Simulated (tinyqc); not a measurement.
The phase diagram: regular and subregular solution with a miscibility gap. Computed by tinyqc, a small Python program. Command: `OMP_NUM_THREADS=1 python tinyqc.py 3027490 3027491 out.jsonl regsol walk`. One thread of a shared host (Intel(R) Xeon(R) Processor @ 2.30GHz), about 0.02 s of CPU time with the checks.

Per mole of mixing sites: G(x) = x (1 - x) [L0 + L1 (1 - 2x)] + R T [x ln x + (1 - x) ln(1 - x)], x the fraction of B.

Inputs (values chosen for the exercise, for a model alloy): interaction L0 = 37 kJ/mol; size misfit eta = d ln a/dx = 0.02; asymmetry L1 = 5.5 kJ/mol.

Source of L0: given.

Constants: R = 8.314462618 J/(mol K).

Method:
- L0 and eta are given.
- The spinodal is G'' = 0, R T_s(x) = x (1 - x) [2 L0 + 6 L1 (1 - 2x)]; the critical point is its maximum.
- G' = L0 (1 - 2x) + L1 (1 - 6x + 6x^2) + R T ln[x/(1 - x)]; G'' = -2 L0 - 6 L1 (1 - 2x) + R T/[x (1 - x)].
- Common tangent: F1 = G'(x1) - G'(x2) = 0 and F2 = [G - x G'](x1) - [G - x G'](x2) = 0. Newton step: J = [[G''(x1), -G''(x2)], [-x1 G''(x1), x2 G''(x2)]], J dx = -F; a step that would leave 0 < x < 1 is halved until it stays inside. The start is x1 = s0, x2 = 1 - s0.
- For this table each start is x_s1/6 and 1 - (1 - x_s2)/6. The dilute estimate of x1 is exp(-(L0 + L1)/(R T)).

critical temperature T_c = 2326.57 K

critical composition x_c = 0.401495

L0 = 37 kJ/mol

Binodal and spinodal:
```
T (K),binodal x1,spinodal x_s1,spinodal x_s2,binodal x2,dilute estimate of x1
931,0.0042997,0.083174,0.82148,0.98119,0.0041261
1163,0.013739,0.10867,0.77664,0.95364,0.012337
1396,0.031562,0.13740,0.72966,0.91110,0.025692
1629,0.060557,0.17055,0.67927,0.85215,0.043375
1861,0.10526,0.21050,0.62302,0.77365,0.064140
2094,0.17796,0.26419,0.55371,0.66402,0.087069
2234,0.25368,0.31346,0.49539,0.56504,0.10146
```

What does the comparison show, and why?

The dilute estimate is 0.96 of x1 at the lowest T and 0.40 at the highest: it drops the pull of the other solutes and the impurity of the second phase. Near the top the binodal is 1.71 times as wide as the spinodal; the mean-field limit at T_c is sqrt(3) = 1.73. The gap is lopsided: at the lowest T, A dissolves 0.0043 of B and B dissolves 0.019 of A. Caution: a real alloy may melt or decompose below this critical temperature.

Extremes, crossings and ranges named in words are read from the listed rows.
